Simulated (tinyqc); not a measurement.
Chemically amplified photoresist: aerial image, acid generation, bake, development and line width: one step, computed by the program tinyqc.

Lines and spaces of pitch p with a two-beam-like image; x = 0 is the middle of the bright space. The resist is positive and treated as uniform in depth.

Task: Space width and dose latitude. Dose E(x) = E [1 + c cos(2 pi x/p)]; acid h = 1 - exp(-C E(x)). Bake: the acid image is blurred by a Gaussian of variance sigma^2 = 2 D t (each Fourier term k of h, taken on 64 points, is multiplied by exp(-4 pi^2 k^2 D t/p^2)). The quencher then removes q, h_eff = max(h_blurred - q, 0); protection m = exp(-k_amp t h_eff). Mack rate r = r_max (a + 1)(1 - m)^n/(a + (1 - m)^n) + r_min, a = ((n + 1)/(n - 1))(1 - m_th)^n. Edge: vertical development clears the film where r t_d >= d; the space width is twice the x where r = d/t_d. Dose sensitivity = d ln(width)/d ln E from widths at 1.005 E and E/1.005; image log-slope at the edge = |d ln E/dx|, normalised by the width (NILS); latitude for 10 % of width = 10 %/sensitivity.

Inputs (values chosen for the exercise, for a model resist at 248 nm):
```
quantity,value,unit
pitch p,300,nm
image contrast c,0.76,-
mean dose E,10.2,mJ/cm^2
Dill parameter C,0.043,cm^2/mJ
"quencher load q, relative to the acid generator",0.093,-
acid diffusivity D,5.3,nm^2/s
bake time t,60,s
amplification rate k_amp,0.021,1/s
threshold protection m_th,0.6,-
development selectivity n,12,-
largest rate r_max,1000,nm/s
smallest rate r_min,0.014,nm/s
resist thickness d,370,nm
development time t_d,60,s
```

Give: space width; dose sensitivity; NILS; dose latitude.

Result:

space width = 154.8 nm

dose sensitivity = 0.8588

NILS = 2.557

dose latitude = 11.64 %

At the same width a resist without blur would give a sensitivity 2/NILS = 0.782; the blur multiplies it by 1.10. Caution: lateral development, standing waves and the joint diffusion of acid and quencher are left out, so widths are indicative.
